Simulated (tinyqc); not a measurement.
Size effects in the resistivity of thin metal films and interconnect lines: one step, computed by the program tinyqc. Command: `OMP_NUM_THREADS=1 python tinyqc.py 3022683 3022684 out.jsonl size walk`. One thread of a shared host (Intel(R) Xeon(R) Processor @ 2.30GHz), about 0.01 s of CPU time with the checks.

Electrons lose their drift at surfaces (a share 1 - p of the hits) and at grain boundaries (reflection R), besides bulk scattering. The line sits in a trench with a non-conducting liner on both walls and the bottom; the spacing equals the drawn width.

Problem. Metal cross-section. Metal width w_m = w - 2t, height h_m = (aspect ratio) w - t, grain size D = (ratio) w_m.

Inputs (values chosen for the exercise, modelled on gold): drawn line width w = 44 nm; grain size over metal width = 1.5; aspect ratio (height over width) = 3; liner thickness t = 1.5 nm.

Geometry: line.

Give: metal width w_m; metal height h_m; grain size D; share of the trench filled by metal.

Solution.

metal width w_m = 41 nm

metal height h_m = 130.5 nm

grain size D = 61.5 nm

share of the trench filled by metal = 92.12 %
